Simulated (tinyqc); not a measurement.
Worked calculation: RHF in the sto-3g basis, for BeH2, spin multiplicity 1. One step of it, computed by the program tinyqc.

Question. Iteration 1: building the Fock matrix. J_ij = sum D_kl (ij|kl), K_ij = sum D_kl (ik|jl); F = H + J - 0.5 K; E = tr D H + tr D J / 2 - 0.25 tr D K + E_nn.

D at the start, order 1Be 1s, 1Be 2s, 1Be 2px, 1Be 2py, 1Be 2pz, 2H 1s, 3H 1s:
$$\begin{pmatrix}
2.153174 & -0.519095 & 0.000000 & -0.000095 & 0.002778 & -0.029988 & -0.030794 \\
-0.519095 & 2.030038 & 0.000000 & 0.000605 & -0.006367 & 0.134820 & 0.135372 \\
0.000000 & 0.000000 & 0.000000 & 0.000000 & 0.000000 & 0.000000 & 0.000000 \\
-0.000095 & 0.000605 & 0.000000 & 0.003242 & 0.000004 & 0.038156 & -0.037760 \\
0.002778 & -0.006367 & 0.000000 & 0.000004 & 0.000065 & 0.004051 & 0.003984 \\
-0.029988 & 0.134820 & 0.000000 & 0.038156 & 0.004051 & 0.896241 & 0.009816 \\
-0.030794 & 0.135372 & 0.000000 & -0.037760 & 0.003984 & 0.009816 & 0.901127
\end{pmatrix}$$

core Hamiltonian H = T + V (hartree), order 1Be 1s, 1Be 2s, 1Be 2px, 1Be 2py, 1Be 2pz, 2H 1s, 3H 1s:
$$\begin{pmatrix}
-8.580107 & -2.117291 & 0.000000 & -0.000652 & -0.003577 & -0.433534 & -0.403020 \\
-2.117291 & -2.784301 & 0.000000 & -0.003745 & -0.032050 & -1.103958 & -1.060593 \\
0.000000 & 0.000000 & -2.249548 & 0.000000 & 0.000000 & 0.000000 & 0.000000 \\
-0.000652 & -0.003745 & 0.000000 & -2.447220 & -0.000445 & -1.179727 & 1.145211 \\
-0.003577 & -0.032050 & 0.000000 & -0.000445 & -2.252531 & -0.148010 & -0.143624 \\
-0.433534 & -1.103958 & 0.000000 & -1.179727 & -0.148010 & -2.081395 & -0.074515 \\
-0.403020 & -1.060593 & 0.000000 & 1.145211 & -0.143624 & -0.074515 & -2.050482
\end{pmatrix}$$

Two-electron integrals (ij|kl) in chemists' order, unique and non-zero (hartree):
```
(11|11) 2.298831    (21|11) 0.392036    (21|21) 0.079539    (22|11) 0.570988
(22|21) 0.143041    (22|22) 0.417683    (31|31) 0.014607    (32|31) 0.021888
(32|32) 0.092265    (33|11) 0.569578    (33|21) 0.143083    (33|22) 0.417589
(33|33) 0.449859    (41|41) 0.014607    (42|41) 0.021888    (42|42) 0.092265
(43|43) 0.024249    (44|11) 0.569578    (44|21) 0.143083    (44|22) 0.417589
(44|33) 0.401360    (44|44) 0.449859    (51|51) 0.014607    (52|51) 0.021888
(52|52) 0.092265    (53|53) 0.024249    (54|54) 0.024249    (55|11) 0.569578
(55|21) 0.143083    (55|22) 0.417589    (55|33) 0.401360    (55|44) 0.401360
(55|55) 0.449859    (61|11) 0.078242    (61|21) 0.015866    (61|22) 0.028774
(61|33) 0.028570    (61|41) 0.001394    (61|42) 0.002630    (61|44) 0.029187
(61|51) 0.000171    (61|52) 0.000323    (61|54) 0.000076    (61|55) 0.028579
(61|61) 0.003319    (62|11) 0.191485    (62|21) 0.048681    (62|22) 0.155071
(62|33) 0.149171    (62|41) 0.006326    (62|42) 0.038937    (62|44) 0.166469
(62|51) 0.000777    (62|52) 0.004784    (62|54) 0.002125    (62|55) 0.149432
(62|61) 0.010743    (62|62) 0.085992    (63|31) 0.004448    (63|32) 0.020873
(63|43) 0.006726    (63|53) 0.000826    (63|63) 0.007860    (64|11) 0.204550
(64|21) 0.052634    (64|22) 0.175809    (64|33) 0.165390    (64|41) 0.010256
(64|42) 0.060416    (64|44) 0.196206    (64|51) 0.000714    (64|52) 0.004858
(64|54) 0.002960    (64|55) 0.165652    (64|61) 0.012133    (64|62) 0.110847
(64|64) 0.147581    (65|11) 0.025130    (65|21) 0.006466    (65|22) 0.021599
(65|33) 0.020319    (65|41) 0.000714    (65|42) 0.004858    (65|44) 0.022452
(65|51) 0.004536    (65|52) 0.021470    (65|54) 0.006988    (65|55) 0.022004
(65|61) 0.001491    (65|62) 0.013618    (65|64) 0.017165    (65|65) 0.009969
(66|11) 0.358489    (66|21) 0.092772    (66|22) 0.331307    (66|33) 0.307330
(66|41) 0.014079    (66|42) 0.112098    (66|44) 0.377928    (66|51) 0.001730
(66|52) 0.013772    (66|54) 0.008673    (66|55) 0.308396    (66|61) 0.020995
(66|62) 0.233746    (66|64) 0.319780    (66|65) 0.039287    (66|66) 0.774606
(71|11) 0.072722    (71|21) 0.014747    (71|22) 0.026749    (71|33) 0.026561
(71|41) -0.001292   (71|42) -0.002441   (71|44) 0.027128    (71|51) 0.000159
(71|52) 0.000300    (71|54) -0.000070   (71|55) 0.026570    (71|61) 0.002820
(71|62) 0.008444    (71|64) 0.008801    (71|65) 0.001181    (71|66) 0.015909
(71|71) 0.002867    (72|11) 0.183086    (72|21) 0.046573    (72|22) 0.149023
(72|33) 0.143292    (72|41) -0.006041   (72|42) -0.037650   (72|44) 0.160094
(72|51) 0.000742    (72|52) 0.004624    (72|54) -0.002064   (72|55) 0.143546
(72|61) 0.008690    (72|62) 0.042845    (72|64) 0.044352    (72|65) 0.006706
(72|66) 0.085965    (72|71) 0.009554    (72|72) 0.080398    (73|31) 0.004188
(73|32) 0.019819    (73|43) -0.006450   (73|53) 0.000792    (73|63) 0.003050
(73|73) 0.007205    (74|11) -0.197459   (74|21) -0.050827   (74|22) -0.170477
(74|33) -0.160381   (74|41) 0.009766    (74|42) 0.058317    (74|44) -0.190241
(74|51) -0.000685   (74|52) -0.004728   (74|54) 0.002875    (74|55) -0.160637
(74|61) -0.009156   (74|62) -0.044913   (74|64) -0.044966   (74|65) -0.006921
(74|66) -0.089295   (74|71) -0.010874   (74|72) -0.104420   (74|74) 0.139840
(75|11) 0.024252    (75|21) 0.006243    (75|22) 0.020938    (75|33) 0.019698
(75|41) -0.000685   (75|42) -0.004728   (75|44) 0.021781    (75|51) 0.004273
(75|52) 0.020400    (75|54) -0.006706   (75|55) 0.021313    (75|61) 0.001226
(75|62) 0.006749    (75|64) 0.006886    (75|65) 0.004083    (75|66) 0.013832
(75|71) 0.001336    (75|72) 0.012825    (75|74) -0.016290   (75|75) 0.009205
(76|11) 0.012555    (76|21) 0.003111    (76|22) 0.008855    (76|33) 0.008714
(76|41) -4.55e-06   (76|42) -0.000033   (76|44) 0.009092    (76|51) 0.000101
(76|52) 0.000496    (76|54) -2.51e-06   (76|55) 0.008755    (76|61) 0.000629
(76|62) 0.003382    (76|64) 0.003882    (76|65) 0.000587    (76|66) 0.007424
(76|71) 0.000586    (76|72) 0.003285    (76|74) -0.003817   (76|75) 0.000573
(76|76) 0.000193    (77|11) 0.350805    (77|21) 0.090814    (77|22) 0.326160
(77|33) 0.302647    (77|41) -0.013543   (77|42) -0.109905   (77|44) 0.371873
(77|51) 0.001663    (77|52) 0.013498    (77|54) -0.008502   (77|55) 0.303691
(77|61) 0.016776    (77|62) 0.088294    (77|64) 0.090630    (77|65) 0.014106
(77|66) 0.179552    (77|71) 0.019068    (77|72) 0.225295    (77|74) -0.310148
(77|75) 0.038092    (77|76) 0.007424    (77|77) 0.774606
```

nuclear repulsion = 3.03152425 hartree

Give: Coulomb J; exchange K; Fock matrix F; total energy of this density.

Answer.

Coulomb J (hartree), order 1Be 1s, 1Be 2s, 1Be 2px, 1Be 2py, 1Be 2pz, 2H 1s, 3H 1s:
$$\begin{pmatrix}
6.4644 & 1.2493 & 0.0000 & 0.0005 & 0.0034 & 0.2510 & 0.2331 \\
1.2493 & 2.6267 & 0.0000 & 0.0020 & 0.0270 & 1.0119 & 0.9726 \\
0.0000 & 0.0000 & 2.5760 & 0.0000 & 0.0000 & 0.0000 & 0.0000 \\
0.0005 & 0.0020 & 0.0000 & 2.7156 & 0.0001 & 1.1672 & -1.1319 \\
0.0034 & 0.0270 & 0.0000 & 0.0001 & 2.5781 & 0.1463 & 0.1418 \\
0.2510 & 1.0119 & 0.0000 & 1.1672 & 0.1463 & 2.3212 & 0.0575 \\
0.2331 & 0.9726 & 0.0000 & -1.1319 & 0.1418 & 0.0575 & 2.2966
\end{pmatrix}$$

exchange K (hartree), order 1Be 1s, 1Be 2s, 1Be 2px, 1Be 2py, 1Be 2pz, 2H 1s, 3H 1s:
$$\begin{pmatrix}
4.7092 & 0.8240 & 0.0000 & 0.0014 & 0.0037 & 0.1841 & 0.1708 \\
0.8240 & 1.1036 & 0.0000 & 0.0067 & 0.0296 & 0.5890 & 0.5682 \\
0.0000 & 0.0000 & 0.2212 & 0.0000 & 0.0000 & 0.0000 & 0.0000 \\
0.0014 & 0.0067 & 0.0000 & 0.5151 & 0.0008 & 0.4054 & -0.3937 \\
0.0037 & 0.0296 & 0.0000 & 0.0008 & 0.2256 & 0.0510 & 0.0496 \\
0.1841 & 0.5890 & 0.0000 & 0.4054 & 0.0510 & 0.9526 & 0.1160 \\
0.1708 & 0.5682 & 0.0000 & -0.3937 & 0.0496 & 0.1160 & 0.9421
\end{pmatrix}$$

Fock matrix F (hartree), order 1Be 1s, 1Be 2s, 1Be 2px, 1Be 2py, 1Be 2pz, 2H 1s, 3H 1s:
$$\begin{pmatrix}
-4.4703 & -1.2800 & 0.0000 & -0.0008 & -0.0020 & -0.2746 & -0.2553 \\
-1.2800 & -0.7094 & 0.0000 & -0.0051 & -0.0198 & -0.3866 & -0.3721 \\
0.0000 & 0.0000 & 0.2158 & 0.0000 & 0.0000 & 0.0000 & 0.0000 \\
-0.0008 & -0.0051 & 0.0000 & 0.0108 & -0.0007 & -0.2153 & 0.2102 \\
-0.0020 & -0.0198 & 0.0000 & -0.0007 & 0.2127 & -0.0272 & -0.0266 \\
-0.2746 & -0.3866 & 0.0000 & -0.2153 & -0.0272 & -0.2365 & -0.0751 \\
-0.2553 & -0.3721 & 0.0000 & 0.2102 & -0.0266 & -0.0751 & -0.2249
\end{pmatrix}$$

total energy of this density = -15.329384 hartree

This density is the starting one; it is not idempotent, so its energy is not variational and may lie below the converged one.
